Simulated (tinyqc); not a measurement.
Arrhenius plot: admittance spectroscopy and thermally stimulated current of one trap level in a depletion layer. Computed by tinyqc, a small Python program. Command: `OMP_NUM_THREADS=1 python tinyqc.py 3112806 3112807 out.jsonl admit walk`. One thread of a shared host (Intel(R) Xeon(R) Processor @ 2.30GHz), about 0.01 s of CPU time with the checks.

A Schottky junction on n-type material holds one donor-like electron trap; shallow donors are fully ionised and abrupt depletion edges are assumed.

Inputs (values chosen for the exercise, modelled on n-type 4H-SiC):

| quantity | value | unit |
|---|---|---|
| density-of-states mass m | 0.797 | m_0 |
| shallow doping N | 5.9e+15 | 1/cm^3 |
| trap depth E_t below the band | 0.547 | eV |
| capture cross section sigma | 5.8e-17 | cm^2 |
| test frequency f | 300 | Hz |

Constants: k_B = 1.380649e-23 J/K; m_0 = 9.1093837015e-31 kg; h = 6.62607015e-34 J s; k_B = 8.617333262e-05 eV/K.

Method:
- N_c = 2 (2 pi m k_B T/h^2)^(3/2), v_th = sqrt(3 k_B T/m), emission rate e_n = sigma v_th N_c exp(-E_t/(k_B T)).
- Where the level crosses the Fermi level capture equals emission, so the trap follows the signal with the rate 2 e_n; G/omega peaks at omega = 2 e_n (the correction for large N_t/N is left out).
- Solve 2 e_n(T_p) = 2 pi f.
- T_p for 0.1, 0.3, 1, 3 and 10 f; least-squares lines of ln(e_n/T^2) and of ln(e_n) against 1/(k_B T), e_n = pi f; sigma = exp(intercept)/(v_th N_c/T^2).

peak temperature T_p = 374.997 K

Peaks:

| f (Hz) | T_p (K) | 1/(k_B T) (1/eV) | ln(e_n/T^2) | ln(e_n) |
|---|---|---|---|---|
| 30 | 334.11 | 34.733 | -7.0770 | 4.5459 |
| 90 | 352.50 | 32.920 | -6.0856 | 5.6445 |
| 300 | 375.00 | 30.946 | -5.0053 | 6.8485 |
| 900 | 398.03 | 29.155 | -4.0259 | 7.9471 |
| 3000 | 426.53 | 27.207 | -2.9603 | 9.1511 |

depth from e_n/T^2 = 0.547 eV

cross section from the intercept = 5.80e-17 cm^2

depth without the T^2 = 0.61183 eV

Leaving out T^2 adds 65 meV, near 2 k_B T_p = 65 meV.

Extremes, crossings and ranges named in words are read from the listed rows.
